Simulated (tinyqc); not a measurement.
Two-band model of a narrow-gap semiconductor with electrons and holes: one step, computed by the program tinyqc. Command: `OMP_NUM_THREADS=1 python tinyqc.py 3027496 3027497 out.jsonl bipolar walk`. One thread of a shared host (Intel(R) Xeon(R) Processor @ 2.30GHz), about 0.05 s of CPU time with the checks.

Two parabolic bands with acoustic scattering (r = -1/2, a = 0), a gap that does not change with T, and fully ionised dopants. Melting is ignored, so values above the melting point are formal, and kappa_L does not change with T. eta_n = (E_F - E_c)/(k_B T), eta_p = -eta_n - E_g/(k_B T).

Task: Fermi level. With x = E/(k_B T), a = alpha k_B T (0 for a parabolic band), G = x (1 + a x), D = 1 + 2 a x and <y> = int y f (1 - f) dx, f = 1/(1 + exp(x - eta)): tau = tau_0 G^r/D; transport function s = G^(3/2 + r)/D^2; n = N_0 <G^(3/2)> with N_0 = (2 m k_B T)^(3/2)/(3 pi^2 hbar^3). Integrals over x = E/(k_B T) use 160 Gauss-Legendre points in u = sqrt(x) from 0 to sqrt(max(eta, 0) + 32). Neutrality: n - p = N, with n = N_0(m_n) <x^(3/2)> at eta_n and p = N_0(m_p) <x^(3/2)> at eta_p.

Inputs (values chosen for the exercise, modelled on InSb):
```
quantity             value    unit
electron mass m_n    0.013     m_0
hole mass m_p         0.41     m_0
band gap E_g          0.18      eV
net doping N       1.1e+17  1/cm^3
temperature T          430       K
```

Doping: n-type.

Constants: k_B = 8.617333262e-05 eV/K; m_0 = 9.1093837015e-31 kg; k_B = 1.380649e-23 J/K; hbar = 1.054571817e-34 J s.

Give: eta_n; eta_p.

Result:

eta_n = 1.426

eta_p = -6.284
